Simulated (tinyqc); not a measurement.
Solubility, supersaturation, precipitation and gettering of an impurity in a silicon-like host: one step, computed by the program tinyqc.

The wafer was saturated at T1 and is then held at T.

Task: Segregation into a layer on one face. k = k_0 exp(E_g/(k_B T)); in equilibrium the bulk keeps C/C0 = 1/(1 + k t_g/w). For a strong sink on one face the slowest diffusion mode has tau_w = 4 w^2/(pi^2 D), and C/C0 is estimated as c_eq + (1 - c_eq)(8/pi^2) sum over odd m up to 99 of exp(-m^2 t/tau_w)/m^2. Precipitation is left out here.

Inputs (values chosen for the exercise, modelled on iron in silicon):

| quantity | value | unit |
|---|---|---|
| temperature of saturation T1 | 1425 | K |
| anneal temperature T | 801 | K |
| anneal time t | 770 | s |
| wafer thickness w | 400 | micrometre |
| segregation energy E_g | 0.89 | eV |
| segregation prefactor k_0 | 0.01 | - |
| getter layer thickness t_g | 2.4 | micrometre |

Gettering: segregation gettering in a layer.

D(T) = 5.744970e-08 cm^2/s

Constants: k_B = 8.617333262e-05 eV/K.

Give: segregation coefficient k; equilibrium C/C0; tau_w; mean C/C0 at t.

Result:

segregation coefficient k = 3979

equilibrium C/C0 = 0.04020

tau_w = 11287 s

mean C/C0 at t = 0.8199

Limited by diffusion: far more is left than the 0.040 that equilibrium would leave. Caution: the barrier to homogeneous nucleation is below 35 k_B T for these inputs, so new precipitates would form and outnumber the fixed sinks assumed here.
